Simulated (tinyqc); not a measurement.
Undoped symmetric double-gate MOSFET, analytic potential model: transfer curve and volume inversion.

An undoped body of thickness ts between two equal insulators and tied gates; long channel, electrons only, n = ni exp((psi - V)/Vt) with V the quasi-Fermi potential (0 at the source, Vd at the drain), constant mobility, no quantisation. Across the body psi(x) = V - 2 Vt ln[(ts/(2 beta)) sqrt(q ni/(2 eps0 eps_r Vt)) cos(2 beta x/ts)], x from the centre. Q is the electron charge per area of the whole body.

ni = sqrt(Nc Nv) exp(-Eg/(2 Vt)), Eg in volts; r = eps_r tox/(eox ts); V0 = dphi + 2 Vt ln[(2/ts) sqrt(2 eps0 eps_r Vt/(q ni))]. beta (between 0 and pi/2) solves (Vg - V0 - V)/(2 Vt) = ln(beta) - ln(cos beta) + 2 r beta tan(beta). Q = 8 eps0 eps_r Vt beta tan(beta)/ts; I = mu (1/L)(4 eps0 eps_r/ts)(2 Vt)^2 [g(beta_s) - g(beta_d)] per width, g = beta tan(beta) - beta^2/2 + r beta^2 tan^2(beta), with beta_s at V = 0 and beta_d at V = Vd. The drop is psi(surface) - psi(centre) at the source end; C = dQs/dVg, Cg = 2 eps0 eox/tox; gm = dI/dVg.

Parameters, values chosen for the exercise; material values close to those of silicon: temperature T = 250 K; band gap Eg = 1.13 eV; relative permittivity of the semiconductor eps_r = 11.5; conduction-band density of states at T Nc = 2.11e19 cm^-3; valence-band density of states at T Nv = 2.04e19 cm^-3; relative permittivity of the gate insulator eox = 7.35; insulator thickness tox = 2.6 nm; body thickness ts = 20 nm; gate work function less that of the intrinsic body dphi = -0.02 V; channel mobility mu = 230 cm^2/(V s); gate length L = 0.1 um; drain voltage Vd = 0.05 V.

Constants: q = 1.602176634e-19 C, kB = 1.380649e-23 J/K, Vt = kB T/q, eps0 = 8.8541878128e-14 F/cm where lengths are in cm. Results are converted to the units shown.

Transfer curve and volume inversion:

| Vg (V) | Qs (nC/cm^2) | drop (mV) | C/Cg | I (uA/um) | gm/I (1/V) |
|---|---|---|---|---|---|
| 0.15 | 7.2418e-5 | 1.7780e-5 | 6.7149e-7 | 3.2360e-6 | 46.418 |
| 0.24 | 0.0047221 | 0.0011594 | 4.3782e-5 | 2.1101e-4 | 46.416 |
| 0.32 | 0.19297 | 0.047361 | 0.0017835 | 0.0086353 | 46.335 |
| 0.41 | 10.581 | 2.5465 | 0.083516 | 0.50962 | 42.273 |
| 0.5 | 124.53 | 24.630 | 0.42391 | 9.0791 | 21.072 |
| 0.59 | 371.38 | 53.488 | 0.64897 | 33.841 | 10.176 |
| 0.67 | 655.17 | 73.256 | 0.75787 | 64.702 | 6.4896 |
| 0.76 | 1013.6 | 89.862 | 0.82660 | 104.81 | 4.4534 |
| 0.85 | 1395.8 | 102.56 | 0.86709 | 148.13 | 3.3324 |

The current rises from 3.24e-6 to 148 uA/um. In the first row gm/I is 46.4 1/V, within 0.01 % of 1/Vt: with no depletion charge the whole body follows the gate, and the swing is ideal. The drop between surface and centre goes from 1.8e-5 to 103 mV and passes Vt at Vg = 0.5 V among the rows; below that the density varies across the body by less than a factor of e (volume inversion). C reaches 0.87 of Cg in the last row. For Vg = 0.67 to 0.85 V the surface density at the source passes 0.3 Nc, where Boltzmann statistics fail.

Numbers from tinyqc (`OMP_NUM_THREADS=1 python tinyqc.py 2440132 2440133 out.jsonl`; about 0.02 s on one thread of a shared Intel Xeon 2.30GHz).
